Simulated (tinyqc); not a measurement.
Chemical-mechanical planarisation: Preston law, pattern density and step-height reduction: one step, computed by the program tinyqc. Command: `OMP_NUM_THREADS=1 python tinyqc.py 3022366 3022367 out.jsonl cmp walk`. One thread of a shared host (Intel(R) Xeon(R) Processor @ 2.30GHz), about 0.02 s of CPU time with the checks.

A row of 10 cells, repeated periodically, holds raised features that cover a share rho of each cell.

Problem. Blanket rate. With equal rotation speeds the relative speed is uniform, v = omega r_c; Preston rate R0 = K P v.

Inputs (values chosen for the exercise, close to those used for copper polishing):
```
quantity                        value  unit
Preston coefficient K         1.5e-13  1/Pa
pressure P                         18   kPa
platen and carrier speed           93   rpm
distance between the centres       14    cm
```

Give: relative speed v; blanket rate R0.

Solution.

relative speed v = 1.363 m/s

blanket rate R0 = 3.681 nm/s
